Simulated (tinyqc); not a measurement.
# p-type polysilicon, carrier trapping at grain boundaries: what changes with what

One-dimensional grains of size Lg, uniform ionised doping N, monovalent traps Qt at each boundary at a depth Et below (for electrons) or above (for holes) the band edge there, abrupt depletion of width W on each side of a boundary, Boltzmann statistics. xi is the distance from the band edge at the grain centre to the Fermi level. Trapped charge Qt/(1 + exp((xi + VB - Et)/Vt)) = 2 N W, barrier VB = q N W^2/(2 eps0 eps_r).

Parameters, values chosen for the exercise; values of the order met in polycrystalline silicon:
```
symbol    value        unit                                                              meaning
T           300           K                                                          temperature
eps_r      11.7                                                            relative permittivity
NB      2.65e19       cm^-3                                  valence-band density of states at T
Lg          280          nm                                                           grain size
Qt         1e12       cm^-2                                     trap density of a grain boundary
Et         0.46          eV  depth of the trap level from the majority band edge at the boundary
ms          0.4          m0                                         mass for thermionic emission
fe         0.12                                           correction factor of the emission rate
mug         190  cm^2/(V s)                                           mobility inside the grains
N          1e17       cm^-3                                                               doping
```

Constants: q = 1.602176634e-19 C, kB = 1.380649e-23 J/K, m0 = 9.1093837015e-31 kg, Vt = kB T/q, eps0 = 8.8541878128e-14 F/cm where lengths are in cm. Results are converted to the units shown.

Each table varies one quantity; the others keep the values above.

## Effect of the doping

If the trap equation with xi = Vt ln(NB/N) has a root W < Lg/2, the grain is partly depleted; otherwise W = Lg/2 and the trap equation gives xi = Et - VB + Vt ln(Qt/(N Lg) - 1). N* = Qt/Lg. n0 = NB exp(-xi/Vt); mean density n0 (1 - 2 W/Lg) by charge balance in a partly depleted grain, and n0 (sqrt(pi)/2) erf(u)/u with u = sqrt(VB/Vt) in a fully depleted one; v = sqrt(kB T/(2 pi ms m0)); barrier resistivity Vt exp(VB/Vt)/(q fe n0 v Lg); grain resistivity (1 - 2 W/Lg)/(q n0 mug); effective mobility 1/(q mean density total resistivity). Rows with xi above 0.45 V, towards mid-gap, are left out, since the other carrier type is ignored.

Effect of the doping:
```
N (cm^-3)	N/N*	depleted share 2 W/Lg	VB (V)	xi (V)	mean density (cm^-3)	resistivity (ohm cm)	effective mobility (cm^2/(V s))
7.9e15	0.2212	1.000	0.1197	0.3728	5.944e12	8.012e4	13.10
1.7e16	0.4760	1.000	0.2577	0.2048	2.696e15	2.505e4	0.09242
3.5e16	0.9800	0.7098	0.2672	0.1714	1.016e16	9960	0.06169
7.3e16	2.044	0.4611	0.2353	0.1524	3.934e16	1387	0.1144
1.5e17	4.200	0.2380	0.1288	0.1338	1.143e17	11.12	4.909
3.2e17	8.960	0.1116	0.06041	0.1142	2.843e17	0.4563	48.11
6.8e17	19.04	0.05252	0.02843	0.09469	6.443e17	0.09564	101.3
1.4e18	39.20	0.02551	0.01381	0.07602	1.364e18	0.03662	124.9
```

As N goes from 7.9e15 to 1.4e18, VB goes from 0.120 through a maximum of 0.267 (at N = 3.5e16 among the rows listed) to 0.0138 V, the resistivity falls from 80100 to 0.0366 ohm cm and the effective mobility goes from 13.1 through a minimum of 0.0617 (at N = 3.5e16 among the rows listed) to 125 cm^2/(V s). The steepest fall of the resistivity among the rows, as N^(-6.7), lies between N = 7.3e16 and 1.5e17 cm^-3; N* = 3.57e16 cm^-3. While the grain is fully depleted VB grows as N; once the traps are full it falls as 1/N. For N = 1.4e18 VB is below Vt, where abrupt depletion and thermionic emission are rough. For N = 1.7e16 the grain is near the changeover between partial and full depletion, within a few Debye lengths, where both limits are rough.

## Effect of the trap density of a grain boundary

Same model as above.

N* = Qt/Lg.

The same in every row: xi (V) = 0.1442.

Result of one run:
```
Qt (cm^-2)	N/N*	depleted share 2 W/Lg	VB (V)	mean density (cm^-3)	resistivity (ohm cm)	effective mobility (cm^2/(V s))
2.8e12	1.000	0.4595	0.3200	5.405e16	2.677e4	0.004313
```

What becomes of these results when the trap density of a grain boundary Qt is changed from 2.8e12 to 8e12 cm^-2, all else the same?

Result of the changed run:
```
Qt (cm^-2)	N/N*	depleted share 2 W/Lg	VB (V)	mean density (cm^-3)	resistivity (ohm cm)	effective mobility (cm^2/(V s))
8e12	0.3500	0.4852	0.3568	5.148e16	1.113e5	0.001090
```

The whole series:
```
Qt (cm^-2)	N/N*	depleted share 2 W/Lg	VB (V)	mean density (cm^-3)	resistivity (ohm cm)	effective mobility (cm^2/(V s))
2e11	14.00	0.07143	0.007733	9.286e16	0.4573	147.0
3.4e11	8.235	0.1214	0.02235	8.786e16	0.5566	127.6
5.7e11	4.912	0.2036	0.06280	7.964e16	1.543	50.78
9.7e11	2.887	0.3446	0.1800	6.554e16	119.5	0.7968
1.6e12	1.750	0.4343	0.2859	5.657e16	7183	0.01536
2.8e12	1.000	0.4595	0.3200	5.405e16	2.677e4	0.004313
4.7e12	0.5957	0.4736	0.3399	5.264e16	5.791e4	0.002047
8e12	0.3500	0.4852	0.3568	5.148e16	1.113e5	0.001090
```

As Qt goes from 2e11 to 8e12, VB rises from 0.00773 to 0.357 V, the resistivity rises from 0.457 to 1.11e5 ohm cm and the effective mobility falls from 147 to 0.00109 cm^2/(V s). For Qt = 2e11, 3.4e11 VB is below Vt, where abrupt depletion and thermionic emission are rough.

Computed by the program tinyqc: `OMP_NUM_THREADS=1 python tinyqc.py 2830149 2830150 out.jsonl`, one thread of a shared Intel Xeon 2.30GHz, about 0.01 s for the whole run.
